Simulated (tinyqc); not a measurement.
Haynes-Shockley experiment: drift, diffusion and decay of a minority-carrier pulse: one step, computed by the program tinyqc.

A thin sheet of excess carriers is made at x = 0, t = 0 in a long uniform bar; injection is low, so the pulse moves with the minority mobility.

Problem. Simple reading of the pulse. With w the full width at half maximum: mu = d/(F t_p); D = (w d)^2/(16 ln2 t_p^3); Einstein ratio D/mu against k_B T/e.

Inputs (values chosen for the exercise, modelled on holes in n-type germanium in a lightly doped bar):
```
quantity                     value        unit
minority mobility mu          1730  cm^2/(V s)
temperature T                  250           K
field F                         14        V/cm
distance d to the collector   0.21          cm
```

time of the peak t_p = 8.592584 microsecond

width at half maximum = 2.453636 microsecond

D = 37.26997 cm^2/s

Constants: k_B = 8.617333262e-05 eV/K.

Give: apparent mobility; apparent D; apparent D/mu; error of mu; error of D.

Solution.

apparent mobility = 1746 cm^2/(V s)

apparent D = 37.73 cm^2/s

apparent D/mu = 21.62 mV

error of mu = 0.9070 %

error of D = 1.247 %
